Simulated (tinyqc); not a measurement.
What each parameter does: two-node Weyl semimetal on a cubic lattice and its slab.

H = d.s with dx = t sin kx, dy = t sin ky, dz = m (2 - cos kx - cos ky) + M(kz), M = tz (cos k0 - cos kz), k in 1/a. Nodes at (0, 0, +/-k0). Berry curvature of the lower band along z: Omega = d.(dd/dkx x dd/dky)/(2|d|^3), in the sense curl of i<u|grad u>.

Values chosen for the exercise: t = 0.67 eV (hopping in sx and sy); m = 1.43 eV (mass term); tz = 0.31 eV (hopping along z); k0 = 2.05 1/a (position of the nodes); k = (-0.56, -0.2, 1.41) 1/a (wave vector).

|E| and Omega at k, the velocity tz sin(k0) and k0/pi. Each row changes one parameter from the base and keeps the others.

Results:

| case | \|E\| (eV) | Omega (a^2) | vz (eV a) | \|sigma_xy\| (e^2/(h a)) |
|---|---|---|---|---|
| base | 0.3838 | -1.5801 | 0.2751 | 0.6525 |
| t = 0.737 eV | 0.4215 | -1.4440 | 0.2751 | 0.6525 |
| m = 1.287 eV | 0.3811 | -1.5175 | 0.2751 | 0.6525 |
| tz = 0.341 eV | 0.3816 | -1.6728 | 0.3026 | 0.6525 |
| k0 = 2.255 1/a | 0.3800 | -1.8089 | 0.2402 | 0.7178 |

The largest shifts from the base row, up to three for each result and ties (the steps differ in size, so this ranks the rows, not the parameters). |E| (eV): t +0.0376, k0 -0.0039, m -0.0027. Omega (a^2): k0 -0.2288, t +0.1361, tz -0.0927. vz (eV a): k0 -0.0349, tz +0.0275; unchanged at the printed digits by t and m. |sigma_xy| (e^2/(h a)): k0 +0.0653; unchanged at the printed digits by t, m and tz. The Hall conductivity depends on the separation of the nodes alone, with EF at the nodes and no further nodes.

Run: tinyqc, `OMP_NUM_THREADS=1 python tinyqc.py 1482167 1482168 out.jsonl`; Intel(R) Xeon(R) Processor @ 2.30GHz, one thread, shared host; about 0.1 s of CPU time with all checks.
